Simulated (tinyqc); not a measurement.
# Planar ballistic transistor, top-of-the-barrier model: two studies

At the top of the source barrier, states moving towards the drain are filled by the source (Fermi level 0) and states moving back by the drain (Fermi level -q Vd); nothing scatters. U is the shift of the band edge there, set by the capacitances CG, CD and CS (the total) and by the charge. Parabolic two-dimensional band; the source is grounded.

Parameters, values chosen for the exercise; mass and valleys close to those of gallium arsenide:
- T = 300 K (temperature)
- m = 0.0684 m0 (effective mass)
- gv = 1 (valley degeneracy)
- eox = 9 (relative permittivity of the gate insulator)
- tox = 3.8 nm (insulator thickness)
- aG = 0.93 (gate control CG/CS)
- aD = 0.068 (drain control CD/CS)
- E0 = 0.38 eV (band edge at the barrier top above the source Fermi level at zero bias)

Constants: q = 1.602176634e-19 C, kB = 1.380649e-23 J/K, hbar = 1.054571817e-34 J s, m0 = 9.1093837015e-31 kg, Vt = kB T/q, eps0 = 8.8541878128e-14 F/cm where lengths are in cm. Results are converted to the units shown.

Each table varies one quantity; the others keep the values above.

## Effect of the effective mass

N0 = gv m kB T/(pi hbar^2), CG = eps0 eox/tox, vT = sqrt(2 kB T/(pi m)), CS = CG/aG, n0 = n at U = 0 and Vd = 0. eta1 = -(E0 + U)/Vt, eta2 = eta1 - Vd/Vt, n = (N0/2)[F_0(eta1) + F_0(eta2)], F_0(x) = ln(1 + exp x). U = UL + q (n - n0)/CS with UL = -(aG Vg + aD Vd), energies in eV. I = q (N0/2) vT [F_(1/2)(eta1) - F_(1/2)(eta2)] per width, F_(1/2)(x) = (2/sqrt(pi)) int_0^infinity u^(1/2)/(1 + exp(u - x)) du. CQ = (q/Vt) dn/d(eta1). E0 is held fixed.

In this table Vg = 0.6 V, Vd = 0.6 V.

Effect of the effective mass:
```
m (m0)     eta1  n (cm^-2)  I (uA/um)  mean velocity I/(q n) (cm/s)   CQ/CS
0.02      6.526   7.049e11      850.1                       7.527e7  0.2964
0.032     5.737   9.919e11      894.1                       5.626e7  0.4734
0.05      4.855   1.313e12      883.5                       4.200e7  0.7363
0.08      3.858   1.676e12      816.8                       3.043e7   1.163
0.13      2.852   2.042e12      707.8                       2.164e7   1.824
0.2       2.042   2.337e12      600.5                       1.604e7   2.627
0.32      1.267   2.618e12      491.3                       1.171e7   3.705
0.5      0.6284   2.851e12      403.0                       8.824e6   4.839
0.8     0.03352   3.067e12      327.1                       6.656e6   6.036
```

As m goes from 0.02 to 0.8 m0, n rises from 7.05e11 to 3.07e12 cm^-2, the mean velocity falls from 7.53e7 to 6.66e6 cm/s and the current goes from 850 through a maximum of 894 (at m = 0.032 m0 among the rows listed) to 327 uA/um. CQ/CS goes from 0.30 to 6.0. A light mass gives fast carriers but too few states, a heavy one charge but slow carriers, hence the maximum between.

## Effect of the band edge at the barrier top above the source Fermi level at zero bias

Same model as above.

CQ = (q/Vt) dn/d(eta1).

In this table Vg = 0.6 V, Vd = 0.6 V.

Effect of the band edge at the barrier top above the source Fermi level at zero bias:
```
E0 (eV)   eta1  n (cm^-2)  I (uA/um)  mean velocity I/(q n) (cm/s)   CQ/CS
0.1      9.596   3.544e12       2759                       4.859e7   1.015
0.15     8.618   3.183e12       2356                       4.619e7   1.015
0.2      7.656   2.828e12       1981                       4.373e7   1.015
0.25     6.695   2.473e12       1631                       4.116e7   1.014
0.3      5.734   2.119e12       1306                       3.847e7   1.012
0.35     4.772   1.765e12       1009                       3.566e7   1.007
0.4      3.805   1.413e12      741.5                       3.274e7  0.9930
0.45     2.827   1.065e12      508.0                       2.976e7  0.9584
```

As E0 goes from 0.1 to 0.45 eV, n falls from 3.54e12 to 1.07e12 cm^-2, the mean velocity falls from 4.86e7 to 2.98e7 cm/s and the current falls from 2760 to 508 uA/um. CQ/CS goes from 1.0 to 0.96.

tinyqc, about 0.01 s, one thread, Intel Xeon 2.30GHz (shared host): `OMP_NUM_THREADS=1 python tinyqc.py 2400120 2400121 out.jsonl`
